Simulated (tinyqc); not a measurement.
Inside a calculation. Model: Stoner model of a band magnet at zero temperature. Computed by tinyqc, a small Python program that keeps every step. Command: `OMP_NUM_THREADS=1 python tinyqc.py 3012783 3012784 out.jsonl stoner walk`. One thread of a shared host (Intel(R) Xeon(R) Processor @ 2.30GHz), about 0.01 s of CPU time with the checks. Intermediate numbers are printed to about 5 digits and carried at full precision; extremes and crossings named in words are read from the listed rows.

Five orbitals per spin share one band; u = (E - E_bottom)/W runs from 0 to 1, and the states per spin, atom and energy are g = 5 d(u)/W with d = (3/2) sqrt(u). N(u) is the integral of d from 0. The moment m = n_up - n_down (electrons per atom) moves the fillings to n +/- m/10; the energy is E(m) = E_band(m) - I m^2/4.

Inputs (values chosen for the exercise, for a model d band):
```
quantity                    value  unit
band width W                  3.2    eV
filling n per spin orbital   0.15     -
Stoner parameter I           0.47    eV
field B                        10     T
start moment m0              0.68  mu_B
largest number of steps       600     -
```

Density of states: free-electron (square root).

Constants: mu_B = 5.7883818060e-05 eV/T.

## The paramagnetic state

Solve N(u_F) = n; g_F = 5 d(u_F)/W; the Stoner product is I g_F.

u_F = 0.28231

g_F = 1.2453 1/eV

Stoner product I g_F = 0.58529

I g_F < 1: the paramagnet is locally stable.

## Exchange-enhanced response

The susceptibility is enhanced by 1/(1 - I g_F), and a field B induces m = 2 mu_B B g_F/(1 - I g_F).

enhancement = 2.4113

induced moment = 0.0034763 mu_B

## Fixed-moment scan

For a moment m the Fermi levels of the two spins lie W [u(n + m/10) - u(n - m/10)] =: Delta apart; gbar = m/Delta is the mean density of states between them. A solution has I gbar = 1, is stable where gbar falls with m, or sits at saturation m_max = 10 min(n, 1 - n) if I gbar > 1 there. E_band(m) = 5 W [e(n + m/10) + e(n - m/10) - 2 e(n)], e = integral of u d(u) up to the Fermi level.

Against the moment:
```
m (mu_B)  Delta (eV)   I gbar  E(m) - E(0) (meV)
0.075         0.0602  0.58518               0.47
0.225         0.1810  0.58431               4.22
0.450         0.3639  0.58127              17.00
0.675         0.5509  0.57589              38.66
0.900         0.7454  0.56749              69.84
1.125         0.9534  0.55460             111.69
1.350         1.1912  0.53265             166.45
1.500         1.4340  0.49161             213.21
```

I gbar runs between 0.492 and 0.585; the energy falls with m where it exceeds 1 and rises where it is below. The lowest row is m = 0.07, and no row lies below the paramagnet.

## Self-consistent moment

Split the bands by Delta = I m, find the common Fermi level that keeps 10 n electrons, and read m(out) = 5 [N(u + Delta/(2W)) - N(u - Delta/(2W))], N clipped to 0 and 1. Start from m0 (at most 0.9 m_max, m_max = 10 min(n, 1 - n)); stop when m changes by less than 1e-8; moments under 1e-5 count as 0.

Iteration:
```
step  m in (mu_B)  Delta (eV)  m out (mu_B)
1      6.8000e-01  3.1960e-01    3.9590e-01
2      3.9590e-01  1.8607e-01    2.3131e-01
3      2.3131e-01  1.0871e-01    1.3530e-01
4      1.3530e-01  6.3591e-02    7.9173e-02
5      7.9173e-02  3.7211e-02    4.6336e-02
...           ...         ...           ...
30     1.2102e-07  5.6879e-08    7.0832e-08
31     7.0832e-08  3.3291e-08    4.1457e-08
32     4.1457e-08  1.9485e-08    2.4265e-08
33     2.4265e-08  1.1404e-08    1.4202e-08
34     1.4202e-08  6.6749e-09    8.3123e-09
```

moment m = 0 mu_B

last change of m = 5.8896e-09

The moment dies away, once small by the factor I g_F a step.

Checks made by the program: N(u_F) against quadrature of d (relative difference below 1e-10).
